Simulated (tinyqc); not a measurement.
# Resistance of a source-drain extension with a graded tip, step by step

Computed by the program tinyqc: `OMP_NUM_THREADS=1 python tinyqc.py 2282212 2282213 out.jsonl`, one thread of a shared Intel Xeon 2.30GHz, about 0.03 s for the whole run. Printed values are rounded.

y runs along the channel, the gate covers y > 0. The doping is N0 for y < y0 and N0 10^(-(y - y0)/la) beyond, uniform over the depth xj. Sheet conductance s(y) = q mu(N) max(N - Nch, 0) xj + (for y > 0) ma Cox Vo, with mu(N) = u0 + (u1 - u0)/(1 + (N/Nr)^au) and Cox = eps0 eox/tox. Current is taken as one-dimensional; depletion of the tip, spreading and the contact are left out. The metallurgical junction lies at yj, where N = Nch.

Parameters, values chosen for the exercise; mobility law close to that of holes in silicon: relative permittivity of the gate insulator (close to silicon dioxide) eox = 3.9; insulator thickness tox = 1.3 nm; active doping of the extension far from the gate N0 = 1.4e20 cm^-3; lateral abruptness la = 5.3 nm/decade; position under the gate where the fall begins (gate edge at 0) y0 = 0.1 nm; depth of the extension xj = 9 nm; channel doping Nch = 2.6e18 cm^-3; gate overdrive Vo = 0.72 V; mobility of the gate-induced layer ma = 56 cm^2/(V s); mobility at low doping u1 = 470.5 cm^2/(V s); mobility at high doping u0 = 44.9 cm^2/(V s); reference doping Nr = 2.23e17 cm^-3; exponent au = 0.719; gate length Lg = 30 nm.

Constants: q = 1.602176634e-19 C, eps0 = 8.8541878128e-14 F/cm where lengths are in cm. Results are converted to the units shown.

## Sheet resistances and junction position

yj = y0 + la log10(N0/Nch); sheet resistance of the full extension 1/[q mu(N0)(N0 - Nch) xj] and of the gate-induced layer 1/(ma Cox Vo); metallurgical length Lg - 2 yj; ye is where the doped and the gate-induced conductances are equal.

yj = 9.27512 nm
sheet resistance of the extension = 1029.99 ohm/square
sheet resistance of the induced layer = 9337.05 ohm/square
metallurgical length = 11.4498 nm
ye = 5.41357 nm
N at ye = 1.39177e19 cm^-3

The gate takes over 3.86 nm before the junction, where N is still 5.35 times the channel doping.

## Resistance of the overlapped part

Midpoint rule on 10 equal steps from 0 to yj: R_ov = sum h/s(y), per width.

y, point 0 to 9 (nm): [0.463756, 1.39127, 2.31878, 3.24629, 4.17380, 5.10132, 6.02883, 6.95634, 7.88385, 8.81136]
N, point 0 to 9 (cm^-3): [1.19535e20, 7.98900e19, 5.33937e19, 3.56852e19, 2.38499e19, 1.59398e19, 1.06532e19, 7.11998e18, 4.75857e18, 3.18035e18]
doped conductance, point 0 to 9 (uS): [834.511, 568.536, 388.391, 265.685, 181.382, 122.695, 81.0104, 50.4969, 27.1833, 8.34796]
sheet resistance, point 0 to 9 (ohm/square): [1062.01, 1480.09, 2018.20, 2682.51, 3466.42, 4351.70, 5316.02, 6345.29, 7446.93, 8661.89]
R_ov = 39.726 ohm um

The exact integral is 39.770 ohm um; the coarse sum is 0.11 % below it.
